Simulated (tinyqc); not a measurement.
# Worked calculation: surface Green function of a square-lattice strip three rows wide, Sancho-Rubio decimation

Numbers from tinyqc (`OMP_NUM_THREADS=1 python tinyqc.py 2680011 2680012 out.jsonl`; about 0.07 s on one thread of a shared Intel Xeon 2.30GHz). Printed values are rounded.

A semi-infinite lead of cells 0, 1, 2, ... with H0 inside a cell and H1 = <cell i|H|cell i + 1>. A cell is one column of three sites. z = E + i eta.

Inputs (values chosen for the exercise): hopping along the strip t = 0.9 eV; hopping across the strip ty = 0.72 eV; site energies of the three rows u = [0.47, 0.37, -0.02] eV; energy E = 1.83 eV; broadening eta = 0.01 eV.

## The blocks

Read off from the list of hoppings.

H0 (eV):
```
       1      2      3
1   0.47  -0.72      0
2  -0.72   0.37  -0.72
3      0  -0.72  -0.02
```

H1 (eV):
```
      1     2     3
1  -0.9     0     0
2     0  -0.9     0
3     0     0  -0.9
```

## Round 1: decimation

Start with e_s = e = H0, a = H1, b = H1^dagger. Each round: g = (z - e)^(-1); e_s <- e_s + a g b; e <- e + a g b + b g a; a <- a g a; b <- b g b (all with the old a, b). Round k joins cells 2^k apart.

g (1/eV):
```
                     1                    2                    3
1   1.085937-0.016853i  -0.662559+0.016752i   0.257818-0.007913i
2  -0.662559+0.016752i   1.251732-0.022440i  -0.487099+0.011366i
3   0.257818-0.007913i  -0.487099+0.011366i   0.730069-0.008370i
```

e_s after round 1 (eV):
```
                     1                    2                    3
1   1.349609-0.013651i  -1.256673+0.013569i   0.208833-0.006410i
2  -1.256673+0.013569i   1.383903-0.018176i  -1.114550+0.009207i
3   0.208833-0.006410i  -1.114550+0.009207i   0.571356-0.006780i
```

e after round 1 (eV):
```
                     1                    2                    3
1   2.229217-0.027303i  -1.793345+0.027138i   0.417665-0.012819i
2  -1.793345+0.027138i   2.397807-0.036353i  -1.509101+0.018414i
3   0.417665-0.012819i  -1.509101+0.018414i   1.162712-0.013559i
```

a after round 1 (eV):
```
                     1                    2                    3
1   0.879609-0.013651i  -0.536673+0.013569i   0.208833-0.006410i
2  -0.536673+0.013569i   1.013903-0.018176i  -0.394550+0.009207i
3   0.208833-0.006410i  -0.394550+0.009207i   0.591356-0.006780i
```

b after round 1 (eV):
```
                     1                    2                    3
1   0.879609-0.013651i  -0.536673+0.013569i   0.208833-0.006410i
2  -0.536673+0.013569i   1.013903-0.018176i  -0.394550+0.009207i
3   0.208833-0.006410i  -0.394550+0.009207i   0.591356-0.006780i
```

## Round 2: decimation

As before.

g (1/eV):
```
                       1                     2                      3
1   0.8174156-0.0280617i  0.5622793-0.0047146i  -0.7596992+0.0197324i
2   0.5622793-0.0047146i  0.1358107-0.0089840i   0.0452617+0.0087144i
3  -0.7596992+0.0197324i  0.0452617+0.0087144i   0.9200267-0.0239962i
```

e_s after round 2 (eV):
```
                     1                    2                    3
1   1.240858-0.018191i  -0.760613+0.004875i  -0.203262+0.004787i
2  -0.760613+0.004875i   0.931955-0.012727i  -0.898944+0.008133i
3  -0.203262+0.004787i  -0.898944+0.008133i   0.648289-0.013108i
```

e after round 2 (eV):
```
                     1                    2                    3
1   2.011715-0.036381i  -0.801226+0.009750i  -0.406524+0.009574i
2  -0.801226+0.009750i   1.493910-0.025453i  -1.077888+0.016265i
3  -0.406524+0.009574i  -1.077888+0.016265i   1.316578-0.026217i
```

a after round 2 (eV):
```
                       1                      2                      3
1  -0.1087510-0.0045393i   0.4960594-0.0086939i  -0.4120944+0.0111965i
2   0.4960594-0.0086939i  -0.4519483+0.0054497i   0.2156062-0.0010740i
3  -0.4120944+0.0111965i   0.2156062-0.0010740i   0.0769328-0.0063286i
```

b after round 2 (eV):
```
                       1                      2                      3
1  -0.1087510-0.0045393i   0.4960594-0.0086939i  -0.4120944+0.0111965i
2   0.4960594-0.0086939i  -0.4519483+0.0054497i   0.2156062-0.0010740i
3  -0.4120944+0.0111965i   0.2156062-0.0010740i   0.0769328-0.0063286i
```

## Course of the decimation

Stop when the largest entry of a and b is below 1e-12 eV, or after 60 rounds. The last column is -Im Tr (z - e_s)^(-1)/pi. At the end g_s = (z - e_s)^(-1), and the bulk Green function is (z - e)^(-1).

Course of the iteration:
```
round  largest |a|, |b| (eV)  surface density of states (1/eV)
1                       1.01                        0.01434726
2                      0.496                         0.2573388
3                      0.691                        0.04550571
4                      0.525                          2.551685
5                      0.662                         0.4685067
6                      0.409                         0.5954150
7                      0.472                         0.4504750
8                      0.198                         0.5269274
9                     0.0460                         0.5013266
10                   2.40e-3                         0.5005624
11                   6.53e-6                         0.5005617
12                  4.81e-11                         0.5005617
13                   < 1e-12                         0.5005617
```

Converged in 13 rounds, which stand for 2^13 cells. E lies inside a band (2 open mode(s)), where only eta damps the waves, over about v/eta cells with v the group velocity in eV a cell.

## Self-energy, Dyson check and densities of states

converged surface Green function g_s (1/eV):
```
                       1                      2                      3
1   0.6611616-0.6242647i   0.1505980+0.3631378i  -0.2808331+0.0019449i
2   0.1505980+0.3631378i   0.4012449-0.5718840i  -0.0405245+0.3644614i
3  -0.2808331+0.0019449i  -0.0405245+0.3644614i   0.6601272-0.3764123i
```

converged bulk Green function (1/eV):
```
                      1                     2                     3
1  0.0949944-0.8064021i  0.1416084+0.0424295i  0.1213696+0.4384135i
2  0.1416084+0.0424295i  0.2360318-0.3620955i  0.2242071+0.3407943i
3  0.1213696+0.4384135i  0.2242071+0.3407943i  0.2361077-0.6159122i
```

Sigma = H1 g_s H1^dagger is what the lead adds to one more cell, and (z - H0 - Sigma)^(-1) must give g_s back. Densities of states: -Im of the diagonals over pi.

Sigma (eV):
```
                       1                      2                      3
1   0.5355409-0.5056544i   0.1219844+0.2941416i  -0.2274748+0.0015754i
2   0.1219844+0.2941416i   0.3250084-0.4632260i  -0.0328249+0.2952137i
3  -0.2274748+0.0015754i  -0.0328249+0.2952137i   0.5347031-0.3048939i
```

(z - H0 - Sigma)^(-1) (1/eV):
```
                       1                      2                      3
1   0.6611616-0.6242647i   0.1505980+0.3631378i  -0.2808331+0.0019449i
2   0.1505980+0.3631378i   0.4012449-0.5718840i  -0.0405245+0.3644614i
3  -0.2808331+0.0019449i  -0.0405245+0.3644614i   0.6601272-0.3764123i
```

```
orbital  surface density of states (1/eV)  bulk density of states (1/eV)
1                               0.1987096                      0.2566857
2                               0.1820363                      0.1152586
3                               0.1198157                      0.1960509
```

The surface cell holds 0.501 states per eV against 0.568 for a bulk cell.
